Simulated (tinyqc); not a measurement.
Worked calculation: Luttinger-Kohn k.p, four valence bands. One step of it, computed by the program tinyqc.

Question. Hole masses. E = c [g1 k^2 -/+ 2 sqrt(g2^2 k^4 + 3 (g3^2 - g2^2)(kx^2 ky^2 + ky^2 kz^2 + kz^2 kx^2))] with c = hbar^2/2m, and m* = hbar^2 k^2 / (2 E).

Luttinger parameters chosen for this model; energies are counted downward from the top of the valence band:
```
parameter,value,unit
g1,19.670000,
g2,6.760000,
g3,9.200000,
```

Give: Masses.

Answer.

Masses (electron masses):
```
direction,heavy,light
[100],0.1626,0.0301
[110],0.4236,0.0270
[111],0.7874,0.0263
```
